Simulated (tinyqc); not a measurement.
# Pelgrom slope, floor and doping from two device sizes

Problem. s^2 = A^2/(L W) + s0^2, with s0 independent of size and A = (q/Cox) sqrt(Na Wd/3) from random dopants alone, Cox = 3.9 eps0/ti. Find A, s0 and Na.

Inputs (values chosen for the exercise): oxide-equivalent thickness in inversion ti = 1.2 nm.

Constants: q = 1.602176634e-19 C, eps0 = 8.8541878128e-14 F/cm where lengths are in cm. Results are converted to the units shown.

s for gate areas 0.018 and 0.16 um^2 (mV): 5.25718947  1.99919474
Wd = 16.5722474 nm

Answer. s^2 is linear in 1/area: slope A^2, intercept s0^2.

A = 0.692 mV um
s0 = 1.00 mV
Na = 2.80e18 cm^-3

tinyqc, about 0.01 s, one thread, Intel Xeon 2.30GHz (shared host): `OMP_NUM_THREADS=1 python tinyqc.py 2090083 2090084 out.jsonl`
